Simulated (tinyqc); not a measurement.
Worked calculation: RHF in the sto-3g basis, for BeH2, spin multiplicity 1. One step of it, computed by the program tinyqc.

Question. Iteration 2: building the Fock matrix. J_ij = sum D_kl (ij|kl), K_ij = sum D_kl (ik|jl); F = H + J - 0.5 K; E = tr D H + tr D J / 2 - 0.25 tr D K + E_nn.

D after iteration 1, order 1Be 1s, 1Be 2s, 1Be 2px, 1Be 2py, 1Be 2pz, 2H 1s, 3H 1s:
$$\begin{pmatrix}
2.114849 & -0.432945 & 0.000000 & 0.002553 & -0.034000 & -0.060805 & -0.055866 \\
-0.432945 & 1.634955 & 0.000000 & -0.015334 & 0.132865 & 0.204338 & 0.185924 \\
0.000000 & 0.000000 & 0.000000 & 0.000000 & 0.000000 & 0.000000 & 0.000000 \\
0.002553 & -0.015334 & 0.000000 & 1.651347 & -0.003128 & 0.079749 & -0.064428 \\
-0.034000 & 0.132865 & 0.000000 & -0.003128 & 0.011035 & 0.012631 & 0.011042 \\
-0.060805 & 0.204338 & 0.000000 & 0.079749 & 0.012631 & 0.205897 & -0.015769 \\
-0.055866 & 0.185924 & 0.000000 & -0.064428 & 0.011042 & -0.015769 & 0.212527
\end{pmatrix}$$

core Hamiltonian H = T + V (hartree), order 1Be 1s, 1Be 2s, 1Be 2px, 1Be 2py, 1Be 2pz, 2H 1s, 3H 1s:
$$\begin{pmatrix}
-8.520910 & -2.101928 & 0.000000 & -0.000854 & -0.001569 & -0.328834 & -0.290716 \\
-2.101928 & -2.736854 & 0.000000 & -0.005790 & -0.014862 & -0.941190 & -0.877007 \\
0.000000 & 0.000000 & -2.211298 & 0.000000 & 0.000000 & 0.000000 & 0.000000 \\
-0.000854 & -0.005790 & 0.000000 & -2.383015 & -0.000332 & -1.051004 & 0.994447 \\
-0.001569 & -0.014862 & 0.000000 & -0.000332 & -2.211996 & -0.068002 & -0.064600 \\
-0.328834 & -0.941190 & 0.000000 & -1.051004 & -0.068002 & -1.956951 & -0.040466 \\
-0.290716 & -0.877007 & 0.000000 & 0.994447 & -0.064600 & -0.040466 & -1.912518
\end{pmatrix}$$

Two-electron integrals (ij|kl) in chemists' order, unique and non-zero (hartree):
```
(11|11) 2.298831    (21|11) 0.392036    (21|21) 0.079539    (22|11) 0.570988
(22|21) 0.143041    (22|22) 0.417683    (31|31) 0.014607    (32|31) 0.021888
(32|32) 0.092265    (33|11) 0.569578    (33|21) 0.143083    (33|22) 0.417589
(33|33) 0.449859    (41|41) 0.014607    (42|41) 0.021888    (42|42) 0.092265
(43|43) 0.024249    (44|11) 0.569578    (44|21) 0.143083    (44|22) 0.417589
(44|33) 0.401360    (44|44) 0.449859    (51|51) 0.014607    (52|51) 0.021888
(52|52) 0.092265    (53|53) 0.024249    (54|54) 0.024249    (55|11) 0.569578
(55|21) 0.143083    (55|22) 0.417589    (55|33) 0.401360    (55|44) 0.401360
(55|55) 0.449859    (61|11) 0.059690    (61|21) 0.012103    (61|22) 0.021959
(61|33) 0.021811    (61|41) 0.001062    (61|42) 0.002012    (61|44) 0.022266
(61|51) 0.000068    (61|52) 0.000128    (61|54) 0.000029    (61|55) 0.021812
(61|61) 0.001930    (62|11) 0.161796    (62|21) 0.041217    (62|22) 0.133413
(62|33) 0.128156    (62|41) 0.005346    (62|42) 0.034385    (62|44) 0.143742
(62|51) 0.000340    (62|52) 0.002187    (62|54) 0.000991    (62|55) 0.128219
(62|61) 0.006939    (62|62) 0.066651    (63|31) 0.003552    (63|32) 0.017175
(63|43) 0.005765    (63|53) 0.000367    (63|63) 0.005665    (64|11) 0.179813
(64|21) 0.046322    (64|22) 0.156986    (64|33) 0.147727    (64|41) 0.008583
(64|42) 0.053124    (64|44) 0.175279    (64|51) 0.000320    (64|52) 0.002286
(64|54) 0.001386    (64|55) 0.147792    (64|61) 0.008101    (64|62) 0.088680
(64|64) 0.121102    (65|11) 0.011436    (65|21) 0.002946    (65|22) 0.009985
(65|33) 0.009396    (65|41) 0.000320    (65|42) 0.002286    (65|44) 0.010415
(65|51) 0.003572    (65|52) 0.017321    (65|54) 0.005830    (65|55) 0.010133
(65|61) 0.000515    (65|62) 0.005640    (65|64) 0.007342    (65|65) 0.006132
(66|11) 0.331472    (66|21) 0.085871    (66|22) 0.312624    (66|33) 0.290439
(66|41) 0.012283    (66|42) 0.104456    (66|44) 0.356432    (66|51) 0.000781
(66|52) 0.006644    (66|54) 0.004197    (66|55) 0.290706    (66|61) 0.014725
(66|62) 0.203357    (66|64) 0.285787    (66|65) 0.018177    (66|66) 0.774606
(71|11) 0.052773    (71|21) 0.010700    (71|22) 0.019416    (71|33) 0.019287
(71|41) -0.000940   (71|42) -0.001781   (71|44) 0.019682    (71|51) 0.000060
(71|52) 0.000114    (71|54) -0.000025   (71|55) 0.019288    (71|61) 0.001560
(71|62) 0.005182    (71|64) 0.005645    (71|65) 0.000389    (71|66) 0.010725
(71|71) 0.001509    (72|11) 0.149559    (72|21) 0.038131    (72|22) 0.124261
(72|33) 0.119302    (72|41) -0.004927   (72|42) -0.032270   (72|44) 0.134002
(72|51) 0.000315    (72|52) 0.002061    (72|54) -0.000939   (72|55) 0.119362
(72|61) 0.005425    (72|62) 0.030419    (72|64) 0.033178    (72|65) 0.002555
(72|66) 0.068047    (72|71) 0.005675    (72|72) 0.059068    (73|31) 0.003200
(73|32) 0.015675    (73|43) -0.005341   (73|53) 0.000341    (73|63) 0.001908
(73|73) 0.004861    (74|11) -0.168630   (74|21) -0.043459   (74|22) -0.148153
(74|33) -0.139451   (74|41) 0.007873    (74|42) 0.049729    (74|44) -0.165342
(74|51) -0.000298   (74|52) -0.002175   (74|54) 0.001312    (74|55) -0.139513
(74|61) -0.006006   (74|62) -0.033788   (74|64) -0.036104   (74|65) -0.002797
(74|66) -0.075595   (74|71) -0.006703   (74|72) -0.079423   (74|74) 0.109363
(75|11) 0.010770    (75|21) 0.002776    (75|22) 0.009462    (75|33) 0.008907
(75|41) -0.000298   (75|42) -0.002175   (75|44) 0.009878    (75|51) 0.003219
(75|52) 0.015814    (75|54) -0.005403   (75|55) 0.009593    (75|61) 0.000414
(75|62) 0.002590    (75|64) 0.002788    (75|65) 0.002121    (75|66) 0.005892
(75|71) 0.000428    (75|72) 0.005073    (75|74) -0.006674   (75|75) 0.005287
(76|11) 0.006797    (76|21) 0.001683    (76|22) 0.004787    (76|33) 0.004725
(76|41) -4.76e-06   (76|42) -0.000031   (76|44) 0.004901    (76|51) 0.000030
(76|52) 0.000150    (76|54) -1.31e-06   (76|55) 0.004732    (76|61) 0.000259
(76|62) 0.001554    (76|64) 0.001846    (76|65) 0.000145    (76|66) 0.003710
(76|71) 0.000230    (76|72) 0.001475    (76|74) -0.001783   (76|75) 0.000139
(76|76) 0.000056    (77|11) 0.320404    (77|21) 0.083032    (77|22) 0.304492
(77|33) 0.283173    (77|41) -0.011535   (77|42) -0.100672   (77|44) 0.346556
(77|51) 0.000737    (77|52) 0.006430    (77|54) -0.004048   (77|55) 0.283431
(77|61) 0.011760    (77|62) 0.071491    (77|64) 0.078084    (77|65) 0.006101
(77|66) 0.163727    (77|71) 0.012551    (77|72) 0.190403    (77|74) -0.269833
(77|75) 0.017234    (77|76) 0.003710    (77|77) 0.774606
```

nuclear repulsion = 2.77890040 hartree

Give: Coulomb J; exchange K; Fock matrix F; total energy of this density.

Answer.

Coulomb J (hartree), order 1Be 1s, 1Be 2s, 1Be 2px, 1Be 2py, 1Be 2pz, 2H 1s, 3H 1s:
$$\begin{pmatrix}
6.6983 & 1.3087 & 0.0000 & 0.0002 & 0.0056 & 0.2007 & 0.1774 \\
1.3087 & 2.7302 & 0.0000 & 0.0015 & 0.0288 & 0.8758 & 0.8138 \\
0.0000 & 0.0000 & 2.6844 & 0.0000 & 0.0000 & 0.0000 & 0.0000 \\
0.0002 & 0.0015 & 0.0000 & 2.8110 & 0.0000 & 1.0335 & -0.9726 \\
0.0056 & 0.0288 & 0.0000 & 0.0000 & 2.6851 & 0.0694 & 0.0655 \\
0.2007 & 0.8758 & 0.0000 & 1.0335 & 0.0694 & 2.0836 & 0.0321 \\
0.1774 & 0.8138 & 0.0000 & -0.9726 & 0.0655 & 0.0321 & 2.0268
\end{pmatrix}$$

exchange K (hartree), order 1Be 1s, 1Be 2s, 1Be 2px, 1Be 2py, 1Be 2pz, 2H 1s, 3H 1s:
$$\begin{pmatrix}
4.6733 & 0.8253 & 0.0000 & -0.0002 & 0.0027 & 0.1360 & 0.1207 \\
0.8253 & 1.0071 & 0.0000 & 0.0030 & 0.0723 & 0.4355 & 0.4054 \\
0.0000 & 0.0000 & 0.2189 & 0.0000 & 0.0000 & 0.0000 & 0.0000 \\
-0.0002 & 0.0030 & 0.0000 & 1.0428 & -0.0006 & 0.4743 & -0.4443 \\
0.0027 & 0.0723 & 0.0000 & -0.0006 & 0.2244 & 0.0350 & 0.0332 \\
0.1360 & 0.4355 & 0.0000 & 0.4743 & 0.0350 & 0.5929 & 0.0043 \\
0.1207 & 0.4054 & 0.0000 & -0.4443 & 0.0332 & 0.0043 & 0.5486
\end{pmatrix}$$

Fock matrix F (hartree), order 1Be 1s, 1Be 2s, 1Be 2px, 1Be 2py, 1Be 2pz, 2H 1s, 3H 1s:
$$\begin{pmatrix}
-4.1593 & -1.2059 & 0.0000 & -0.0006 & 0.0027 & -0.1961 & -0.1736 \\
-1.2059 & -0.5102 & 0.0000 & -0.0058 & -0.0222 & -0.2832 & -0.2659 \\
0.0000 & 0.0000 & 0.3636 & 0.0000 & 0.0000 & 0.0000 & 0.0000 \\
-0.0006 & -0.0058 & 0.0000 & -0.0934 & -0.0001 & -0.2547 & 0.2440 \\
0.0027 & -0.0222 & 0.0000 & -0.0001 & 0.3609 & -0.0161 & -0.0157 \\
-0.1961 & -0.2832 & 0.0000 & -0.2547 & -0.0161 & -0.1698 & -0.0105 \\
-0.1736 & -0.2659 & 0.0000 & 0.2440 & -0.0157 & -0.0105 & -0.1600
\end{pmatrix}$$

total energy of this density = -14.940576 hartree

This density is a damped mixture and is not idempotent.
